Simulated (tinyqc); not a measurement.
# IGBT as a p-i-n diode in series with a MOS channel, on-state and switching loss: several studies

High injection (n = p) in a drift layer from x = -W/2 (anode) to +W/2 (cathode side), recombination only in the layer with lifetime tau, ideal emitters. The channel feeds the cathode side and carries the whole current. Auger recombination, carrier-carrier scattering, emitter losses and the carrier dip under the p body are left out.

Inputs (values chosen for the exercise); material values close to those of silicon:
- T = 400 K (temperature)
- Eg = 1.11 eV (band gap)
- Nc = 4.28e19 cm^-3 (conduction-band density of states at T)
- Nv = 4.13e19 cm^-3 (valence-band density of states at T)
- mn = 743 cm^2/(V s) (electron mobility)
- mp = 255 cm^2/(V s) (hole mobility)
- W = 130 um (width of the drift layer)
- Nd = 5.9e13 cm^-3 (doping of the drift layer)
- tau = 1.8 us (high-injection lifetime)
- J = 50 A/cm^2 (current density)
- Rch = 1.2 mohm cm^2 (channel and accumulation resistance)
- Vdc = 800 V (link voltage)
- ks = 0.05 (turn-off energy per stored charge and link voltage)
- f = 1 kHz (switching frequency)

Constants: q = 1.602176634e-19 C, kB = 1.380649e-23 J/K, Vt = kB T/q. Results are converted to the units shown.

Each table varies one quantity; the others keep the values above.

## Effect of the channel and accumulation resistance

b = mn/mp, B = (b - 1)/(b + 1), La = sqrt(2 Vt mn mp tau/(mn + mp)), y = W/(2 La). n(x) = (tau J/(2 q La))[cosh(x/La)/sinh y - B sinh(x/La)/cosh y]. Vm = Vt [(8 b/(b + 1)^2)(sinh y/s) arctan(s sinh y) + B ln((1 + B tanh^2 y)/(1 - B tanh^2 y))], s = sqrt(1 - B^2 tanh^2 y); Vj = Vt ln(n(-W/2) n(W/2)/ni^2), ni = sqrt(Nc Nv) exp(-Eg/(2 Vt)), Eg in volts; Vc = J Rch; Von = Vm + Vj + Vc. Stored charge tau J, turn-off energy Eoff = ks tau J Vdc, loss at half duty 0.5 J Von + f Eoff. A unipolar device on the same layer has Vu = J (W/(q mn Nd) + Rch).

The same in every row: y = 1.339; Eoff (mJ/cm^2) = 3.600.

Effect of the channel and accumulation resistance:
```
Rch (mohm cm^2)  Von (V)  Vu (V)  total loss (W/cm^2)
0.2               0.7878   92.56                23.30
0.4               0.7978   92.57                23.55
0.78              0.8168   92.59                24.02
1.5               0.8528   92.62                24.92
3.1               0.9328   92.70                26.92
6.1                1.083   92.85                30.67
12                 1.378   93.15                38.05
```

What does the table show?

As Rch goes from 0.2 to 12 mohm cm^2, Von rises from 0.788 to 1.38 V, Eoff stays at 3.60 mJ/cm^2 and the total loss rises from 23.3 to 38.0 W/cm^2. Von is below Vu in 7 of the 7 rows.

## Effect of the width of the drift layer

Same model as above.

The same in every row: Eoff (mJ/cm^2) = 3.600.

Effect of the width of the drift layer:
```
W (um)       y  Von (V)  Vu (V)  total loss (W/cm^2)
52      0.5357   0.7837   37.08                23.19
68      0.7005   0.7816   48.47                23.14
89      0.9168   0.7903   63.42                23.36
120      1.236   0.8226   85.49                24.17
150      1.545   0.8757   106.8                25.49
200      2.060    1.022   142.4                29.15
260      2.678    1.340   185.2                37.09
```

What does the table show?

As W goes from 52 to 260 um, Von goes from 0.784 through a minimum of 0.782 (at W = 68 um among the rows listed) to 1.34 V, Eoff stays at 3.60 mJ/cm^2 and the total loss goes from 23.2 through a minimum of 23.1 (at W = 68 um among the rows listed) to 37.1 W/cm^2. Von is below Vu in 7 of the 7 rows.

## Effect of the high-injection lifetime

Same model as above.

The same in every row: Vu (V) = 92.607.

Effect of the high-injection lifetime:
```
tau (us)        y  Von (V)  Eoff (mJ/cm^2)  total loss (W/cm^2)
0.36       2.9945   1.5405         0.72000               39.233
0.59       2.3391   1.1027          1.1800               28.748
0.96       1.8338  0.92580          1.9200               25.065
1.6        1.4204  0.84750          3.2000               24.387
2.5        1.1364  0.82145          5.0000               25.536
4.2       0.87671  0.81706          8.4000               28.826
6.8       0.68901  0.82731          13.600               34.283
11        0.54173  0.84583          22.000               43.146
18        0.42349  0.87023          36.000               57.756
```

As tau goes from 0.36 to 18 us, Von goes from 1.54 through a minimum of 0.817 (at tau = 4.2 us among the rows listed) to 0.870 V, Eoff rises from 0.720 to 36.0 mJ/cm^2 and the total loss goes from 39.2 through a minimum of 24.4 (at tau = 1.6 us among the rows listed) to 57.8 W/cm^2. Von is below Vu in 9 of the 9 rows. A short lifetime starves the middle of the layer, a long one stores charge, hence the minimum of the loss. For tau = 6.8 to 18 us the density at the anode passes 2e17 cm^-3, where Auger recombination and emitter losses matter.

Numbers from tinyqc (`OMP_NUM_THREADS=1 python tinyqc.py 2590144 2590145 out.jsonl`; about 0.01 s on one thread of a shared Intel Xeon 2.30GHz).
